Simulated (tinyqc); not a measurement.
# Two-diode model of a solar cell: effects of single changes

J is the current delivered and Vj = V + J Rs the junction voltage. J = X JL - J01 (exp(Vj/(n1 Vt)) - 1) - J02 (exp(Vj/(2 Vt)) - 1) - Vj/Rp. The photocurrent does not depend on voltage.

Values chosen for this exercise; values of the order met in cells of a lead-halide perovskite:
- T = 300 K (temperature)
- JL = 24.9 mA/cm^2 (photocurrent at one sun)
- X = 50 suns (concentration)
- J01 = 2.2e-20 A/cm^2 (saturation current of the first diode)
- n1 = 1 (ideality factor of the first diode)
- Rs = 0 ohm cm^2 (series resistance)
- Rp = 2000 ohm cm^2 (shunt resistance)
- Pin = 100 mW/cm^2 (incident power at one sun)
- J02 = 1.8e-10 A/cm^2 (saturation current of the second diode (ideality 2))

Constants: q = 1.602176634e-19 C, kB = 1.380649e-23 J/K, Vt = kB T/q. Results are converted to the units shown.

Each table varies one quantity; the others keep the values above.

## Effect of the shunt resistance

Jsc at V = 0, Voc at J = 0, the maximum power point where J (1 + 2 Rs G) = G Vj with G = -dJ/dVj; FF = Vmp Jmp/(Voc Jsc); efficiency Vmp Jmp/(X Pin). Empirical fill factor without parasitics FF0 = (v - ln(v + 0.72))/(v + 1), v = Voc/(n1 Vt).

The same in every row: Jsc (mA/cm^2) = 1245.

Effect of the shunt resistance:
```
Rp (ohm cm^2)	Voc (V)	Vmp (V)	Jmp (mA/cm^2)	FF	efficiency (%)	FF0
0.6	0.7468	0.3735	622.5	0.2501	4.650	0.8532
3	1.135	0.9767	890.1	0.6153	17.39	0.8931
20	1.147	1.008	1141	0.8046	22.98	0.8940
100	1.149	1.011	1177	0.8321	23.80	0.8941
600	1.149	1.011	1185	0.8378	23.97	0.8941
3000	1.149	1.011	1186	0.8387	23.99	0.8941
20000	1.149	1.011	1186	0.8389	24.00	0.8941
1e5	1.149	1.011	1186	0.8390	24.00	0.8941
```

Read the table: what changes, and by how much?

As Rp goes from 0.6 to 1e5, Voc rises from 0.747 to 1.15 V, FF rises from 0.250 to 0.839 and the efficiency rises from 4.65 to 24.0 %. Voc changes by 0.00202 mV a decade between the last two rows and 555 mV between the first two. For Rp = 0.6, 3 the shunt carries over 0.3 of the photocurrent at open circuit, so it pulls Voc down and FF towards the 1/4 of a resistor.

## Effect of the saturation current of the first diode

Same model as above.

The same in every row: Jsc (mA/cm^2) = 1245.0.

Effect of the saturation current of the first diode:
```
J01 (A/cm^2)	Voc (V)	Vmp (V)	Jmp (mA/cm^2)	FF	efficiency (%)	FF0
2e-22	1.1711	1.0149	1184.2	0.82434	24.037	0.89570
2e-21	1.1679	1.0146	1184.4	0.82645	24.033	0.89548
2e-20	1.1502	1.0117	1185.9	0.83783	23.995	0.89423
2e-19	1.1095	0.99511	1193.0	0.85945	23.743	0.89125
2e-18	1.0563	0.95590	1202.4	0.87401	22.987	0.88706
2e-17	0.99875	0.90418	1206.5	0.87733	21.818	0.88211
```

Read the table: what changes, and by how much?

As J01 goes from 2e-22 to 2e-17, Voc falls from 1.17 to 0.999 V, FF rises from 0.824 to 0.877 and the efficiency falls from 24.0 to 21.8 %. Voc changes by -57.5 mV a decade between the last two rows and -3.19 mV between the first two.

Computed by the program tinyqc: `OMP_NUM_THREADS=1 python tinyqc.py 2280016 2280017 out.jsonl`, one thread of a shared Intel Xeon 2.30GHz, about 0.01 s for the whole run.
